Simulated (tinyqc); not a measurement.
MOSFET in the linear regime without short-channel effects, parameter extraction from computed curves: one step of the calculation.

Inversion charge Q = Cox n Vt W0(exp((Vg - VT)/(n Vt))), W0 the Lambert function and n = nf; u = Q/Cox; mobility mu = mu0/(1 + th1 u + th2 u^2); channel resistance Rch = (L - dL)/(W mu Q); Id = Vd/(Rch + Rsd/W). Cox = eps0 eox/tox. Small Vd, no channel-length or drain effects.

Problem. Threshold and mobility at the peak transconductance. gm_i = (Id_(i+1) - Id_(i-1))/(Vg_(i+1) - Vg_(i-1)); at the point j of largest gm the tangent meets the axis at V_ext = Vg_j - Id_j/gm_j; field-effect mobility gm_j L/(W Cox Vd) with the drawn L.

Values chosen for this exercise; channel values of the order met in silicon transistors: relative permittivity of the gate insulator (close to zirconium oxide) eox = 24.4; insulator thickness tox = 19 nm; low-field mobility mu0 = 390 cm^2/(V s); threshold voltage VT = 0.65 V; gate width W = 1 um; drawn gate length L = 0.22 um; drawn less effective length dL = 0.014 um; drain voltage Vd = 0.05 V.

Constants: eps0 = 8.8541878128e-14 F/cm where lengths are in cm. Results are converted to the units shown.

```
point  Vg (V)       Id (uA)
0        0.45  0.0046596564
1        0.55    0.11918192
2        0.65     1.8187417
3        0.75     7.1603788
4        0.85     13.448760
5        0.95     19.200518
6        1.05     24.178345
7        1.15     28.433184
8        1.25     32.069280
9        1.35     35.188458
10       1.45     37.877788
11       1.55     40.208749
```

Wanted: gm; j; V_ext; field-effect mobility.

Solution.

gm, point 1 to 10 (uS): 9.070  35.21  58.15  60.20  53.65  46.16  39.45  33.78  29.04  25.10
j = 4
V_ext = 0.6266 V
field-effect mobility = 233.0 cm^2/(V s)

V_ext is 23 mV below the model VT, and the mobility so found is 44 % below mu0 L/(L - dL) = 417 cm^2/(V s), the value for the drawn L; attenuation, series resistance and the slow approach of Q to a straight line all lower the peak gm.

Numbers from tinyqc (`OMP_NUM_THREADS=1 python tinyqc.py 2210154 2210155 out.jsonl`; about 0.01 s on one thread of a shared Intel Xeon 2.30GHz).
